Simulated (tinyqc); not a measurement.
Donor binding, ionisation and the Mott limit: one step of the calculation.

Hydrogenic donor: Ry = (m0 q^3/(8 eps0^2 h^2)) me/eps_r^2 in eV, E0 = cc Ry, radius a = q/(8 pi eps0 eps_r E0), Mott density Nm = (0.26/a)^3. Below Nm the level sinks as Ed = E0 [1 - (N/Nm)^(1/3)]. Neutrality: Nc F12(eta) = N/(1 + 2 exp(eta + Ed/kB T)), F12(x) = (2/sqrt(pi)) int_0^infinity sqrt(u)/(1 + exp(u - x)) du.

Task. Ionisation. Solve the neutrality equation for eta. Boltzmann form: with k = (Nc/2) exp(-Ed/kB T) the ionised share is [-k + sqrt(k^2 + 4 k N)]/(2 N).

Parameters, values chosen for the exercise; band and dielectric values close to those of silicon:
- T = 77 K (temperature)
- Nc = 3.68e18 cm^-3 (conduction-band density of states at 77 K)
- N = 1.9e16 cm^-3 (donor density)

Constants: q = 1.602176634e-19 C, kB = 1.380649e-23 J/K, Vt = kB T/q. Results are converted to the units shown.

Ed = 35.692752 meV

Find: eta; ionised share; n; ionised share, Boltzmann form.

Result.

eta = -5.9969
ionised share = 48.116 %
n = 9.1419e15 cm^-3
ionised share, Boltzmann form = 48.130 %

With the level held at E0 the share would be 33.7 %.

Range of the model: A sharp level with degeneracy 2 overstates freeze-out near Nm, where the impurity band broadens and merges with the conduction band.

Program tinyqc, `OMP_NUM_THREADS=1 python tinyqc.py 2330119 2330120 out.jsonl`; Intel Xeon 2.30GHz, shared host, one thread, about 0.02 s.
